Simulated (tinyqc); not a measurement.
## Internal photoemission over an interface barrier: threshold and yield against field

Electrons are excited from the valence band of a semiconductor over the barrier Phi(F) = P0 - sqrt(q F/(4 pi eps0 ei)), whose top lies at xm = sqrt(q/(16 pi eps0 ei F)). The yield is Y = A (hv - Phi)^p exp(-xm/l), with A = 1 here.

The yield is taken at hv = 4.17 eV.

Parameters, values chosen for the exercise; dielectric values close to those of aluminium oxide:
- P0 = 3.87 eV (barrier at zero field)
- ei = 3.38 (image-force permittivity)
- p = 3 (exponent of the yield)
- l = 3 nm (scattering length in the image well)

Constants: q = 1.602176634e-19 C, eps0 = 8.8541878128e-14 F/cm where lengths are in cm. Results are converted to the units shown.

Results:
```
F (MV/cm)  sqrt(F) ((MV/cm)^0.5)  Phi (eV)  xm (nm)         Y
0.1                      0.31623    3.8047   3.2635  0.016421
0.19                     0.43589    3.7800   2.3676  0.026937
0.64                     0.80000    3.7049   1.2900  0.065457
1.2                       1.0954    3.6439  0.94210   0.10637
2.1                       1.4491    3.5709  0.71216   0.16960
3.9                       1.9748    3.4624  0.52258   0.29767
7.2                       2.6833    3.3162  0.38461   0.54758
```

Estimate the missing row, F = 0.35 MV/cm.

Computed row:
```
F (MV/cm)  sqrt(F) ((MV/cm)^0.5)  Phi (eV)  xm (nm)         Y
0.35                     0.59161    3.7479   1.7444  0.042048
```

With this row back in the table: Phi is linear in sqrt(F) with slope -0.206 eV and intercept P0 = 3.87 eV. The yield grows by a factor of 33.3, of which 2.61 comes from less scattering, as xm shrinks from 3.26 to 0.385 nm, and the rest from the lower barrier. For F = 7.2 xm is within about two atomic layers of the interface, where the classical image potential fails.

Computed by the program tinyqc: `OMP_NUM_THREADS=1 python tinyqc.py 2410097 2410098 out.jsonl`, one thread of a shared Intel Xeon 2.30GHz, about 0.01 s for the whole run.
